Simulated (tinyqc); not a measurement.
Deal-Grove kinetics of thermal oxidation of silicon: one step, computed by the program tinyqc.

Oxidant diffuses through the oxide and reacts at the interface, so that dx/dt = B/(A + 2x) for the oxide thickness x.

Problem. Two steps, the one at T2 first. B = B0 p exp(-E_B/(k_B T)), B/A = (B/A)0 p^m exp(-E_A/(k_B T)), p in atm; A = B/(B/A). Temperatures in kelvin are T(C) + 273.15. tau = (x_i^2 + A x_i)/B and x = (A/2) [sqrt(1 + 4 B (t + tau)/A^2) - 1], the root of x^2 + A x = B (t + tau). First t2 at T2 from x_i, then t at T from the thickness reached.

Inputs (values chosen for the exercise, close to those used for silicon): prefactor B0 = 356 um^2/h; activation energy E_B = 0.78 eV; prefactor (B/A)0 = 1e+08 um/h; activation energy E_A = 2.05 eV; temperature T = 1000 C; oxidant pressure p = 10 atm; pressure exponent m of B/A = 1; initial oxide x_i = 0.1 um; time t = 0.73 h; temperature of step 2, T2 = 1100 C; time of step 2, t2 = 0.25 h.

Ambient: steam. Surface: (100). Extension: second step.

length A = 0.3791044 um

parabolic constant B = 2.909454 um^2/h

Constants: k_B = 8.617333262e-05 eV/K.

Give: thickness after t2 at T2; final thickness in this order.

Solution.

thickness after t2 at T2 = 1.038 um

final thickness in this order = 1.716 um
